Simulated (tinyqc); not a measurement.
Worked calculation: solubility, supersaturation, precipitation and gettering of an impurity in a silicon-like host. Computed by tinyqc, a small Python program that keeps every step. Command: `OMP_NUM_THREADS=1 python tinyqc.py 3015095 3015096 out.jsonl ripen walk`. One thread of a shared host (Intel(R) Xeon(R) Processor @ 2.30GHz), about 0.01 s of CPU time with the checks. Intermediate numbers are printed to about 6 digits and carried at full precision; extremes and crossings named in words are read from the listed rows.

The wafer was saturated at T1 and is then held at T.

Inputs (values chosen for the exercise, modelled on chromium in silicon):

| quantity | value | unit |
|---|---|---|
| site density N0 | 5e+22 | 1/cm^3 |
| enthalpy of solution H | 2.83 | eV |
| entropy of solution S | 4.4 | k_B |
| diffusion prefactor D0 | 0.00068 | cm^2/s |
| migration energy Q | 0.827 | eV |
| temperature of saturation T1 | 1400 | K |
| anneal temperature T | 929 | K |
| sink density n | 1.2e+08 | 1/cm^3 |
| initial sink radius r0 | 21 | nm |
| impurity density in the precipitate C_p | 5e+22 | 1/cm^3 |
| interface energy gamma | 0.61 | J/m^2 |
| anneal time t | 5400 | s |
| wafer thickness w | 625 | micrometre |
| segregation energy E_g | 0.75 | eV |
| segregation prefactor k_0 | 0.011 | - |
| getter layer thickness t_g | 0.62 | micrometre |

Gettering: segregation gettering in a layer.

Constants: k_B = 8.617333262e-05 eV/K; k_B = 1.380649e-23 J/K.

## Solubility, diffusivity, supersaturation

C_eq(T) = N0 exp(S/k_B - H/(k_B T)); D(T) = D0 exp(-Q/(k_B T)); C0 = C_eq(T1). Supersaturation s = C0/C_eq(T); critical radius r* = 2 gamma/(C_p k_B T ln s); barrier W* = (4 pi/3) gamma r*^2. Strain energy is left out.

C0 = 2.64432e+14 1/cm^3

C_eq(T) = 1.80825e+09 1/cm^3

D(T) = 2.21858e-08 cm^2/s

supersaturation s = 146236

critical radius r* = 0.159956 nm

W*/(k_B T) = 5.09706

Sinks of radius r0 are above r* and grow. The barrier is low enough for new nuclei to form. Caution: the barrier to homogeneous nucleation is below 35 k_B T for these inputs, so new precipitates would form and outnumber the fixed sinks assumed here. Caution: a critical radius of atomic size is outside the capillary model.

## Ham's law for sinks of fixed radius

tau0 = 1/(4 pi n r0 D); C_fixed(t) = C_eq + (C0 - C_eq) exp(-t/tau0). If all excess precipitates, the final radius is r_f = [r0^3 + 3 (C0 - C_eq)/(4 pi n C_p)]^(1/3), with tau_f = 1/(4 pi n r_f D).

tau0 = 14233.6 s

C_fixed(t) = 1.80947e+14 1/cm^3

final radius r_f = 27.0453 nm

tau_f = 11052.0 s

The sinks grow 1.3 times, so the fixed radius underrates the later rate.

## Growing precipitates

Growing sinks: with y = r/r_f and y0 = r0/r_f, dy/dt = (1 - y^3)/(3 tau_f y), which integrates to t/tau_f = F(y) - F(y0), F(y) = (1/2) ln[(1 + y + y^2)/(1 - y)^2] - sqrt(3) arctan[(2y + 1)/sqrt(3)]; the share of the excess left is (1 - y^3)/(1 - y0^3), and C(t) = C_eq + (C0 - C_eq) x share.

radius at t = 23.3600 nm

share of the excess left = 0.668644

C(t) with growing sinks = 1.76812e+14 1/cm^3

33.1 % of the excess has precipitated.

## Segregation into a layer on one face

k = k_0 exp(E_g/(k_B T)); in equilibrium the bulk keeps C/C0 = 1/(1 + k t_g/w). For a strong sink on one face the slowest diffusion mode has tau_w = 4 w^2/(pi^2 D), and C/C0 is estimated as c_eq + (1 - c_eq)(8/pi^2) sum over odd m up to 99 of exp(-m^2 t/tau_w)/m^2. Precipitation is left out here.

segregation coefficient k = 128.856

equilibrium C/C0 = 0.886662

tau_w = 71358.3 s

mean C/C0 at t = 0.977603

Diffusion and capacity both matter.

## The best anneal temperature for the time t

C_eq(T) = N0 exp(S/k_B - H/(k_B T)); D(T) = D0 exp(-Q/(k_B T)); C0 = C_eq(T1). r_f = [r0^3 + 3 (C0 - C_eq)/(4 pi n C_p)]^(1/3), tau_f = 1/(4 pi n r_f D).

Dissolved share after t:

| T (K) | C_eq/C0 | tau_f (s) | C(t)/C0 |
|---|---|---|---|
| 630 | 3.53629e-13 | 1.48839e+06 | 0.997185 |
| 728 | 3.94554e-10 | 1.91487e+05 | 0.978253 |
| 840 | 1.61547e-07 | 3.30209e+04 | 0.878216 |
| 952 | 1.60642e-05 | 8.61094e+03 | 0.592512 |
| 1064 | 6.06567e-04 | 2.98023e+03 | 0.197179 |
| 1176 | 1.14687e-02 | 1.26480e+03 | 0.028656 |
| 1274 | 9.82743e-02 | 6.85935e+02 | 0.098697 |
| 1344 | 3.76287e-01 | 4.90284e+02 | 0.376299 |

The lowest dissolved share among these rows is 0.029 at 1176 K. Above it solubility sets the floor; below it diffusion is too slow for this time. Solubility falls with H = 2.83 eV and diffusion with Q = 0.827 eV.

Checks made by the program: radius against numerical integration (relative difference below 1e-10).
